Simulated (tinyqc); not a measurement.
# Internal loss and injection efficiency from two cavity lengths

Problem. The differential efficiency of both facets obeys 1/eta_d = (1/eta)[1 + 2 ai Lc/ln(1/(R1 R2))]. Find eta and ai.

Parameters, values chosen for the exercise: front reflectance R1 = 0.05; back reflectance R2 = 0.95.

differential efficiency at Lc = 500 and 1250 um: 0.51316794  0.32185454

Solution. 1/eta_d is linear in Lc: the intercept is 1/eta, and slope over intercept is 2 ai/ln(1/(R1 R2)).

eta = 0.8500
ai = 20.00 1/cm

tinyqc, about 0.02 s, one thread, Intel Xeon 2.30GHz (shared host): `OMP_NUM_THREADS=1 python tinyqc.py 2840106 2840107 out.jsonl`
